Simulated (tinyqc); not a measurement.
Random telegraph noise from one oxide trap in a small MOSFET: one step of the calculation.

An acceptor-like trap exchanges electrons with the channel. Inversion charge Q = Cox u, u = n Vt W0(exp((Vg - VT)/(n Vt))), W0 the Lambert function, n = nf, Cox = eps0 eox/tox; linear regime Id = (W/L) mu Q Vd. Relative to threshold the surface potential rises by Vt ln(u/u0) and the oxide voltage by the rest of Vg - VT, with u0 = n Vt W0(1).

Question. Trap level, time constants and occupancy. N = Cox u/q; dpsi = Vt ln(u/u0); E = E0 - dpsi - (xt/tox)(Vg - VT - dpsi); capture time tc = 1/[(N/zi) vth s0 exp(-xt/lt - EB/Vt)]; emission time te = tc exp(-E/Vt); occupancy te/(tc + te).

Parameters, values chosen for the exercise; values of the order met in silicon transistors:
- T = 200 K (temperature)
- eox = 3.9 (relative permittivity of the gate insulator (close to silicon dioxide))
- tox = 1.2 nm (insulator thickness)
- xt = 0.17 nm (depth of the trap from the channel interface)
- E0 = 0.1 eV (trap level above the channel Fermi level at threshold)
- s0 = 1e-17 cm^2 (capture prefactor)
- EB = 0.37 eV (capture barrier (lattice relaxation))
- lt = 0.15 nm (tunnelling decay length)
- vth = 2.1e7 cm/s (thermal velocity)
- zi = 3 nm (thickness of the inversion layer)
- VT = 0.33 V (threshold voltage)
- nf = 1.24 (body factor)
- Vg = 0.65 V (gate voltage)

Constants: q = 1.602176634e-19 C, kB = 1.380649e-23 J/K, Vt = kB T/q, eps0 = 8.8541878128e-14 F/cm where lengths are in cm. Results are converted to the units shown.

Give: u; N; dpsi; E; tc; te; occupancy.

Answer.

u = 0.26611 V
N = 4.7794e12 cm^-2
dpsi = 0.053238 V
E = 0.0089708 eV
tc = 1.9558 s
te = 1.1622 s
occupancy = 0.37273

The trap lies 0.52 Vt above the Fermi level, so it is filled 37.3 % of the time.

Range of the model: VT is taken as given; short-channel effects and the uneven flow of current among few electrons are left out.

tinyqc, about 0.01 s, one thread, Intel Xeon 2.30GHz (shared host): `OMP_NUM_THREADS=1 python tinyqc.py 2710101 2710102 out.jsonl`
